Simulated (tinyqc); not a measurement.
Inputs raised by 10 %, one at a time: sheet resistance and Hall data of a diffused or implanted layer. Computed by tinyqc, a small Python program. Command: `OMP_NUM_THREADS=1 python tinyqc.py 3012035 3012036 out.jsonl layer sens`. One thread of a shared host (Intel(R) Xeon(R) Processor @ 2.30GHz), about 0.01 s of CPU time with the checks.

Carriers are taken equal to the net active doping down to the junction (full ionisation, which deep dopants in wide-gap hosts do not reach; no spill-over, no depletion), and the Hall factor is 1.

Inputs (values chosen for the exercise, modelled on arsenic in silicon):
```
quantity                                 value        unit
mu_min                                    52.1  cm^2/(V s)
mu_max                                    1390  cm^2/(V s)
N_ref                                  9.8e+16      1/cm^3
exponent alpha                            0.69           -
peak concentration N_0                 1.9e+19      1/cm^3
length scale l                              10          nm
background doping N_B (opposite type)  3.8e+16      1/cm^3
```

Profile: box. Activation: complete.

Constants: e = 1.602176634e-19 C.

Method:
- N(x) = N_0 down to x_j = l, dose N_0 l.
- Mobility mu = mu_min + (mu_max - mu_min)/(1 + (N_t/N_ref)^alpha), N_t = active doping + N_B; carriers n = active doping - N_B, all dopants active.
- Integrals from x_0 (0 unless stated) to x_j by the midpoint rule on 400 even intervals: 1/R_s = e int n mu dx; sheet density n_s = int n dx; Hall sheet density (int n mu dx)^2/int n mu^2 dx; Hall mobility int n mu^2 dx/int n mu dx.
- Mean conductivity 1/(R_s x_j); mean mobility 1/(e n_s R_s).

Runs; columns: (1) input moved; (2) from; (3) to; (4) sheet resistance R_s (ohm); (5) Hall mobility (cm^2/(V s)); (6) junction depth x_j (nm); (7) Hall sheet density (1/cm^2):
```
(1)                                                 (2)        (3)   (4)    (5)  (6)        (7)
base run                                              -          -  3807  86.47   10  1.896e+13
peak concentration N_0 (1/cm^3)                 1.9e+19   2.09e+19  3548  84.34   10  2.086e+13
length scale l (nm)                                  10         11  3461  86.47   11  2.086e+13
background doping N_B (opposite type) (1/cm^3)  3.8e+16   4.18e+16  3808  86.46   10  1.896e+13
mu_min (cm^2/(V s))                                52.1      57.31  3596  91.54   10  1.896e+13
mu_max (cm^2/(V s))                                1390       1529  3656  90.04   10  1.896e+13
N_ref (1/cm^3)                                  9.8e+16  1.078e+17  3709  88.74   10  1.896e+13
```

Exponents ln(y'/y) / ln(x'/x):
```
input                                  sheet resistance R_s  Hall mobility  junction depth x_j  Hall sheet density
peak concentration N_0                               -0.740         -0.262                   0               1.002
length scale l                                       -1.000          0.000                   1               1.000
background doping N_B (opposite type)                 0.003         -0.001                   0              -0.002
mu_min                                               -0.599          0.599                   0               0.000
mu_max                                               -0.425          0.425                   0               0.000
N_ref                                                -0.272          0.272                   0               0.000
```

Which inputs matter most for each result?

Among the inputs moved here: sheet resistance R_s answers most in size to length scale l (exponent -1.000), next to peak concentration N_0 (-0.740). Its exponent -1.000 in length scale l: the profile only stretches. Hall mobility answers most in size to mu_min (exponent +0.599), next to mu_max (+0.425); its exponent is below 0.0005 for length scale l. Junction depth x_j answers most in size to length scale l (exponent +1.000); its exponent is below 0.0005 for peak concentration N_0, background doping N_B (opposite type), mu_min, mu_max, N_ref. Its exponent +1.000 in length scale l: the profile only stretches. Hall sheet density answers most in size to peak concentration N_0 (exponent +1.002), and about equally to length scale l (+1.000); its exponent is below 0.0005 for mu_min, mu_max, N_ref.

Caution (all rows): the layer is not thick against surface and junction depletion widths, which remove carriers that this model counts.

Extremes, crossings and ranges named in words are read from the listed rows.
